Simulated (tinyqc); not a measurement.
# ESD clamp with bipolar snapback, compact model and design window: failure current against pulse length

The drain junction multiplies the current that enters it: Igen = (M - 1)(Ic + I0), M = 1/(1 - (Vj/BV)^n). The generated holes leave through the substrate resistance and the base of the parasitic npn: Igen = Vb/Rb + Ic/be, Ic = Is exp(Vb/Vt). Terminal current I = Ic + I0 + Igen and voltage V = Vj + I Ro, per width. Isothermal, constant gain.

Power to failure goes as 1/t for pulses shorter than ta = 28 ns (adiabatic) and as 1/sqrt(t) beyond: Pf = P100 sqrt(100 ns/t) for t > ta and Pf(ta) ta/t below, with P100 = Vt2 It2 at 100 ns. The failure current solves V I = Pf on the curve (I(Vb), V(Vb)). For given Vb: Ic, Igen, M = 1 + Igen/(Ic + I0), Vj = BV (1 - 1/M)^(1/n), I and V. Vt1 is the maximum of V along the curve, Vh the following minimum, Vt2 the voltage at I = It2.

Parameters, values chosen for the exercise; values close to those of grounded-gate n-channel clamps: temperature T = 300 K; junction breakdown voltage BV = 6.6 V; exponent of the multiplication n = 4.8; current gain of the parasitic npn be = 3.9; saturation current Is = 3.6e-17 A/um; junction leakage I0 = 2.7e-12 A/um; substrate resistance Rb = 20000 ohm um; drain ballast and contact resistance Ro = 160 ohm um; failure current for 100 ns It2 = 6.6 mA/um.

Constants: q = 1.602176634e-19 C, kB = 1.380649e-23 J/K, Vt = kB T/q. Results are converted to the units shown.

Failure current against pulse length:
```
t (ns)	Pf (mW/um)	failure current (mA/um)	V at failure (V)	energy (nJ/um)
1	2033	98.86	20.56	2.033
2	1016	66.24	15.34	2.033
5	406.5	37.72	10.78	2.033
10	203.3	23.77	8.550	2.033
20	101.6	14.40	7.056	2.033
50	54.32	8.808	6.167	2.716
100	38.41	6.600	5.820	3.841
200	27.16	4.890	5.555	5.432
500	17.18	3.238	5.306	8.589
```

What does the comparison show, and why?

The failure current falls from 98.9 to 3.24 mA/um, as t^(-0.58) at the start and t^(-0.45) at the end, more slowly than the power since V rises with I. The voltage at failure falls from 20.6 to 5.31 V.

Program tinyqc, `OMP_NUM_THREADS=1 python tinyqc.py 2670039 2670040 out.jsonl`; Intel Xeon 2.30GHz, shared host, one thread, about 0.01 s.
